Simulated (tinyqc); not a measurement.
MOS structure on a p-type body with a doping step (retrograde), non-linear Poisson equation by Newton steps: one step of the calculation.

One dimension, insulator interface at x = 0, acceptor density N1 for x < x1 and Na beyond, net doping C = -(acceptor density). psi is counted from the intrinsic level: n = ni exp((psi - Vb)/Vt), p = ni exp(-psi/Vt); deep in the body psi_b = -Vt ln(Na/ni). The gate acts through Cox = eps0 eox/tox and has the potential psi_G = Vg - (phiM - chi - Vt ln(Nc/ni)). Boltzmann statistics, full ionisation, classical densities, no oxide or interface charge.

Question. Newton step. Solve the tridiagonal system a_(i-1) d_(i-1) + b_i d_i + a_i d_(i+1) = -F_i for nodes 0 to 10, with d = 0 on fixed nodes. Each component d is damped to sign(d) Vt ln(1 + |d|/Vt) before it is added.

Inputs (values chosen for the exercise): temperature T = 400 K.

Constants: q = 1.602176634e-19 C, kB = 1.380649e-23 J/K, Vt = kB T/q. Results are converted to the units shown.

coupling a_i, interval 0 to 10 (F/cm^2): 3.4236193e-5  1.8308125e-5  9.7910942e-6  5.2136334e-6  2.7909940e-6  1.5015874e-6  7.9619053e-7  4.2617667e-7  2.2723137e-7  1.2169263e-7  6.5005430e-8

```
node	diagonal b (F/cm^2)	residual F (C/cm^2)
0	-1.4112964	-0.048645242
1	-3.9141295	-0.13491562
2	-6.8654071	-0.23664504
3	-11.422023	-0.39370901
4	-17.074562	-0.58854848
5	-20.894800	-0.72022968
6	-17.970879	-0.61944412
7	-7.7349665	-0.26661910
8	-0.92739344	-0.031966652
9	-0.010006793	-3.4499331e-4
10	-1.4217613e-6	-1.8820966e-7
```

psi at the start, node 0 to 11 (V): 1.0009407  0.9997613  0.9975558  0.9934319  0.9856872  0.9712200  0.9443300  0.8936162  0.7988718  0.6211771  0.2893753  -0.3317702

Give: Newton step d, before damping; psi after iteration 1.

Answer.

Newton step d, before damping, node 0 to 10 (V): -0.0345  -0.0345  -0.0345  -0.0345  -0.0345  -0.0345  -0.0345  -0.0345  -0.0345  -0.0345  -0.1353
psi after iteration 1, node 0 to 11 (V): 0.9770  0.9759  0.9737  0.9695  0.9618  0.9473  0.9204  0.8697  0.7750  0.5973  0.2344  -0.3318

Program tinyqc, `OMP_NUM_THREADS=1 python tinyqc.py 2080007 2080008 out.jsonl`; Intel Xeon 2.30GHz, shared host, one thread, about 0.4 s.
